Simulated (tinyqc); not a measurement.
Smearing for a one-band metal on the fcc lattice, step by step. Values are carried at full precision from step to step, so a last printed digit may differ when a step is redone from the rounded ones.

Lattice vectors (units of a): a1 = (0, 1/2, 1/2), a2 = (1/2, 0, 1/2), a3 = (1/2, 1/2, 0). E(k) = -t A_1(k) - t2 A_2(k), A_m the sum of cos(k . R) over the 12 nearest and 6 second lattice vectors. Mesh k = sum (j_i/N) b_i, j_i = 0 .. N-1.

Values chosen for the exercise:
- t = 0.78 eV (nearest hopping)
- t2 = 0.01 eV (second hopping)
- N = 5 (unshifted mesh)
- ne = 1.11 (electrons per cell)
- sigma = 0.39 eV (width)

## Levels on the mesh

Evaluate the band and collect equal energies with their counts.

Distinct levels:
```
E_k (eV)  points
-9.4200        1
-6.1447        8
-5.0721        6
-2.2138       12
-0.8453        8
-0.4782       24
1.2882        24
1.8821         6
2.3300        24
2.9738        12
```

10 distinct levels; the mean spacing is 1.377 eV.

## Fermi level with Fermi-Dirac smearing

With x = (E_k - mu)/sigma: Fermi-Dirac f = 1/(1 + exp(x)), s = -f ln f - (1 - f) ln(1 - f). With weights w = points/N^d (d the dimension), mu solves 2 sum w f = ne; E = 2 sum w f E_k, S = 2 sum w s, F = E - sigma S.

Weights w = points/total. Bisection from the lowest and highest level; ten steps are shown.

Bisection:
```
step  low (eV)  high (eV)  mu (eV)  electrons
1      -9.4200     2.9738  -3.2231     0.2532
2      -3.2231     2.9738  -0.1246     0.8265
3      -0.1246     2.9738   1.4246     1.2265
4      -0.1246     1.4246   0.6500     0.9931
5       0.6500     1.4246   1.0373     1.0922
6       1.0373     1.4246   1.2310     1.1556
7       1.0373     1.2310   1.1341     1.1228
8       1.0373     1.1341   1.0857     1.1072
9       1.0857     1.1341   1.1099     1.1149
10      1.0857     1.1099   1.0978     1.1110
```

## Occupations and energies

Converge mu, then list x, f and s of each level and form the sums.

mu = 1.0946 eV

x, f and s of each level:
```
E_k (eV)       x       f       s
-9.4200   -26.96  1.0000  0.0000
-6.1447   -18.56  1.0000  0.0000
-5.0721   -15.81  1.0000  0.0000
-2.2138    -8.48  0.9998  0.0020
-0.8453    -4.97  0.9931  0.0410
-0.4782    -4.03  0.9826  0.0878
1.2882      0.50  0.3784  0.6633
1.8821      2.02  0.1172  0.3613
2.3300      3.17  0.0404  0.1692
2.9738      4.82  0.0080  0.0467
```

E = -1.8880 eV
S = 0.4027
F = -2.0450 eV
(E + F)/2 = -1.9665 eV

Levels with f between 0.001 and 0.999: 6. (E + F)/2 removes the term in sigma^2 for this scheme. That argument needs a smooth density of states, and the number of distinct levels within 2 sigma of mu is only 1, so it may fail on this mesh.

## Checks

- The slope dF/d sigma by finite differences against -S: both -0.40267.
- The slope dF/d ne by finite differences against mu (eV): both 1.0946.

Run: tinyqc, `OMP_NUM_THREADS=1 python tinyqc.py 1650480 1650481 out.jsonl`; Intel(R) Xeon(R) Processor @ 2.30GHz, one thread, shared host; about 0.3 s of CPU time with all checks.
